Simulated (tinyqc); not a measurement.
Miniband width against barrier thickness: short-period [001] superlattice in sp3s* tight binding.

Planes alternate anion, cation along [001], a/4 apart; at zero in-plane momentum s, pz, s* form one block. All levels of A are shifted so that its Ev (lower root of [[Epa, Vxx], [Vxx, Epc]]) is 0, and those of B so that its Ev is -dEv. A monolayer is an anion plane and the cation plane above it; an anion between unlike cations takes the mean of the two anion levels; each bond takes the couplings of its cation. Block from an anion to the cation above: U with Vss/2 (s,s), Vsapc/2 (s,z), -Vscpa/2 (z,s), Vxx/2 (z,z), Vxapc/2 (s*,z), -Vpaxc/2 (z,s*); to the cation below: the same with the s-z and s*-z signs reversed. The cell of n + m monolayers is closed with the phase exp(2 pi i q). No spin-orbit coupling. In this block 2 (n + m) levels are filled.

For the two lowest empty levels at q = 0: energy, share of the cation weight on A, and Gamma character, the share of the cation amplitudes with Fourier index |j|/(n + m) < 1/4 along the stack (near 1: Gamma-like, near 0: folded from X).

Parameters, chosen for this exercise (A near a published set for GaAs, B for AlAs; the results hold for these values, not for the real material): pA = (-8.327, 1.041, -2.655, 3.664, 8.573, 6.721, -6.455, 1.951, 5.083, 4.491, 5.789, 4.829, 4.796) eV (order Esa, Epa, Esc, Epc, Exa, Exc, Vss, Vxx, Vxy, Vsapc, Vscpa, Vxapc, Vpaxc); pB = (-7.512, 0.985, -1.161, 3.593, 7.464, 6.721, -6.655, 1.88, 4.282, 5.122, 5.486, 4.533, 5.007) eV (the same for B); dEv = 0.52 eV (valence offset: Ev(B) lies this far below Ev(A)); nw = 9 (monolayers of A); a = 5.649 angstrom (lattice constant, taken common; strain is left out).

nw monolayers of A and m of B; lowest empty level at q = 0 and q = 1/2. The decay constant is ln(width(4)/width(6)) over two monolayers, each a/2 thick.

Lowest miniband:

| m | E(q = 0) (eV) | E(q = 1/2) (eV) | width (meV) | Gamma character |
|---|---|---|---|---|
| 1 | 1.6254 | 1.8436 | 218.235 | 0.98 |
| 2 | 1.6703 | 1.8018 | 131.536 | 0.99 |
| 3 | 1.6960 | 1.7739 | 77.912 | 0.99 |
| 5 | 1.7208 | 1.7479 | 27.067 | 0.99 |
| 6 | 1.7256 | 1.7434 | 17.748 | 0.97 |
| 8 | 1.7313 | 1.7374 | 6.161 | 0.97 |

Give the missing row, m = 4.

Computed row:
```
m  E(q = 0) (eV)  E(q = 1/2) (eV)  width (meV)  Gamma character
4         1.7108           1.7592       48.358             0.98
```

decay constant = 0.1774 1/angstrom

The width falls from 218.2 to 6.16 meV, as exp(-kappa d) with kappa = 0.177 1/angstrom, which stands for the decay constant of the barrier at this energy: each monolayer costs a factor 1.65. The level at q = 0 rises by 106 meV towards that of a single well.

(tinyqc, `OMP_NUM_THREADS=1 python tinyqc.py 1480558 1480559 out.jsonl`, Intel(R) Xeon(R) Processor @ 2.30GHz, 1 thread, shared host, about 0.4 s.)
